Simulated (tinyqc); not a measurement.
Grain growth, pinning, strength and diffusional creep of a polycrystal or thin film: one step, computed by the program tinyqc.

One mean grain size d describes the structure.

Question. Grain size after the anneal. dd/dt = 2 M gamma (1/d - 1/d_lim) integrates to 2 M gamma t = d_lim (d0 - d) + d_lim^2 ln[(d_lim - d0)/(d_lim - d)]; without pinning d^2 = d0^2 + 4 M gamma t.

Inputs (values chosen for the exercise, modelled on nickel):
```
quantity               value   unit
boundary energy gamma   0.89  J/m^2
anneal temperature T     771      K
anneal time t            350      s
initial grain size d0    180     nm
```

mobility M = 3.362393e-15 m^4/(J s)

limit d_lim = 224.7386 nm

Give: size without pinning; grain size d.

Answer.

size without pinning = 2055 nm

grain size d = 224.7 nm

Growth has stagnated at the limit.
